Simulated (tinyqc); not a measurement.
Rectangular fin or nanosheet with a gate all round, subbands and threshold shift from confinement: one step of the calculation.

Undoped body with a flat potential across it, hard walls, transport along x. Three valley pairs (g = 2 each) with the longitudinal mass along x, y or z. Non-parabolicity enters the subband edges through E (1 + al E) = gamma, so E = 2 gamma/(1 + sqrt(1 + 4 al gamma)); motion within a subband is taken as parabolic with the band-edge mass. Energies are counted from the bulk band edge.

Problem. Threshold shift. Each subband has N_k = g sqrt(2 mx m0 kB T/(pi hbar^2)); without degeneracy n = exp(EF/Vt) sum N_k exp(-E_k/Vt). Classical value Nc times t H, Nc = sum over valleys of 2 g (m m0 kB T/(2 pi hbar^2))^1.5 with m = (mx my mz)^(1/3). Threshold shift dVT = Vt ln(classical value/sum N_k exp(-E_k/Vt)). Use the subbands listed.

Parameters, values chosen for the exercise; masses close to those of silicon:
```
symbol,value,unit,meaning
T,400,K,temperature
ml,0.899,m0,longitudinal mass
mt,0.193,m0,transverse mass
t,3.8,nm,width (along y)
H,7.6,nm,height (along z)
```

Constants: q = 1.602176634e-19 C, kB = 1.380649e-23 J/K, hbar = 1.054571817e-34 J s, m0 = 9.1093837015e-31 kg, Vt = kB T/q. Results are converted to the units shown.

```
subband     E_k (eV)  N_k (cm^-1)
y1,1     0.058166296  4.7150759e6
z1,1      0.12864644  4.7150759e6
y2,1      0.13659305  4.7150759e6
z1,2      0.14927149  4.7150759e6
x1,1      0.15379547  1.0176299e7
y1,2      0.15423843  4.7150759e6
z1,3      0.18364658  4.7150759e6
```

Wanted: shares; sum N_k exp(-E_k/Vt); Nc; classical value; dVT.

Solution.

shares, subband y1,1 to z1,3 (%): 65.538  8.482  6.735  4.663  8.825  4.037  1.720
sum N_k exp(-E_k/Vt) = 1.3309e6 cm^-1
Nc = 4.2420e19 cm^-3
classical value = 1.2251e7 cm^-1
dVT = 76.514 mV

tinyqc, about 0.2 s, one thread, Intel Xeon 2.30GHz (shared host): `OMP_NUM_THREADS=1 python tinyqc.py 2350041 2350042 out.jsonl`
